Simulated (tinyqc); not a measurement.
# Diffused layer (Gaussian), carriers, mobility and sheet resistance with incomplete ionisation: effect of the temperature

An n-type layer from the surface x = 0 to the junction xj, N(x) = N0 exp(-(x/Ld)^2). Local neutrality (no depletion at surface or junction, no spilling of carriers), intrinsic carriers neglected, Boltzmann statistics.

NB is given at 300 K and scales as (T/300 K)^1.5. xj = Ld sqrt(ln(N0/Nb)). Active dopant A = min(N, Ns); n solves n (n + Nb)/(A - Nb - n) = K, K = (NB/gd) exp(-E/Vt), E = max(Ei - ks A^(1/3), 0), so n = 2 K (A - Nb)/[Nb + K + sqrt((Nb + K)^2 + 4 K (A - Nb))]; mobility mu = m1 + (m2 (T/300 K)^(-bt) - m1)/(1 + ((A + Nb)/Nr)^am). Dose = integral of N, carrier sheet density = integral of n, 1/Rs = q integral of n mu, mean mobility 1/(q Rs sheet density), Hall mobility (unit Hall factor) = integral of n mu^2 over integral of n mu, Hall sheet density = (integral of n mu)^2/integral of n mu^2; all from 0 to xj. Integrals on 4000 steps.

Inputs (values chosen for the exercise); values close to those of arsenic in silicon over a p-type background:
```
symbol    value        unit                                                         meaning
Nb       1.4e14       cm^-3                          background doping of the opposite type
N0       1.3e18       cm^-3                                     peak chemical concentration
m1         53.5  cm^2/(V s)                                   mobility limit at high doping
m2         1370  cm^2/(V s)                          mobility limit at low doping, at 300 K
Nr      9.86e16       cm^-3                            reference doping of the mobility law
am        0.698                                                exponent of the mobility law
bt          2.1                                                  temperature exponent of m2
Ns      2.05e20       cm^-3                               solubility limit of active dopant
NB      2.76e19       cm^-3  conduction-band density of states at the reference temperature
Ei       0.0529          eV                           ionisation energy in the dilute limit
gd            2                                              degeneracy factor of the level
ks            0       eV cm                                      lowering of Ei per N^(1/3)
Ld           58          nm                                    diffusion length 2 sqrt(D t)
```

Constants: q = 1.602176634e-19 C, kB = 1.380649e-23 J/K, Vt = kB T/q. Results are converted to the units shown.

The same in every row: xj (nm) = 175.3; dose (cm^-2) = 6.682e12.

Results:

| T (K) | carriers (cm^-2) | Rs (ohm/square) | mean mobility (cm^2/(V s)) | Rs xj (ohm nm) | Hall/true sheet density |
|---|---|---|---|---|---|
| 150 | 1.878e12 | 2378 | 1398 | 4.168e5 | 0.7659 |
| 250 | 4.228e12 | 3152 | 468.4 | 5.525e5 | 0.8274 |
| 300 | 4.938e12 | 3864 | 327.1 | 6.774e5 | 0.8499 |
| 350 | 5.413e12 | 4689 | 245.9 | 8.220e5 | 0.8699 |
| 400 | 5.733e12 | 5584 | 195.0 | 9.789e5 | 0.8881 |

Estimate the missing row, T = 200 K.

Computed row:

| T (K) | carriers (cm^-2) | Rs (ohm/square) | mean mobility (cm^2/(V s)) | Rs xj (ohm nm) | Hall/true sheet density |
|---|---|---|---|---|---|
| 200 | 3.204e12 | 2612 | 745.7 | 4.579e5 | 0.8005 |

With this row back in the table: As T goes from 150 to 400, xj stays at 175 nm, Rs rises from 2380 to 5580 ohm/square, the mean mobility falls from 1400 to 195 cm^2/(V s) and the share of the dose that conducts rises from 28.1 to 85.8 %.

Numbers from tinyqc (`OMP_NUM_THREADS=1 python tinyqc.py 2110140 2110141 out.jsonl`; about 0.02 s on one thread of a shared Intel Xeon 2.30GHz).
